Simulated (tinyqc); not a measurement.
Inside a calculation. Model: bias-temperature instability, empirical power law with universal recovery.

Program tinyqc, `OMP_NUM_THREADS=1 python tinyqc.py 2070030 2070031 out.jsonl`; Intel Xeon 2.30GHz, shared host, one thread, about 0.01 s. Printed values are rounded.

Threshold-voltage shift at the end of a stress: dV = A (V/V0)^g exp[-(Ea q/kB)(1/T - 1/T0)] (t/1 s)^n. After a delay tr the permanent share pp stays and the rest falls by r = 1/(1 + B (tr/t)^be). An empirical model: its parameters are fits, not properties.

Inputs (values chosen for the exercise):
```
symbol,value,unit,meaning
V0,1.9,V,reference stress voltage
T0,373,K,reference temperature
A,4.7,mV,shift after 1 s at V0 and T0
n,0.17,,time exponent
g,4.1,,voltage exponent
Ea,0.05,eV,apparent activation energy of the shift
pp,0.48,,permanent share
B,5.5,,recovery scale
be,0.1,,recovery dispersion
V,1,V,use voltage
T,358,K,use temperature
dc,70,mV,failure criterion
tr,1,s,delay before the measurement
```

Constants: q = 1.602176634e-19 C, kB = 1.380649e-23 J/K. Results are converted to the units shown.

## Shift and lifetime at use conditions

The lifetime solves dV = dc; ten years are 3.15576e8 s.

voltage factor = 0.0719632
temperature factor = 0.936901
shift after ten years = 8.82571 mV
lifetime = 1.951e6 years
largest voltage for ten years = 1.65712 V

The device passes: the shift at ten years is below dc. A lifetime beyond 100 years is a far extrapolation of the power law. In time the voltage exponent is g/n = 24.1 and the activation energy Ea/n = 0.294 eV.

## What a delayed measurement sees

t, point 0 to 2 (s): 1  10  100

At V0 and T0, measured shift = dV [pp + (1 - pp) r]; the apparent exponent is the slope of ln(shift) against ln t between the first and last point.

```
point	dV (mV)	share left	measured (mV)
0	4.7	0.56	2.632
1	6.95181	0.576856	4.01019
2	10.2825	0.596324	6.13169
```

apparent n = 0.183647

The delay hides 40.4 % of the last shift and raises the exponent from 0.17 to 0.184, since short stresses recover by a larger share.
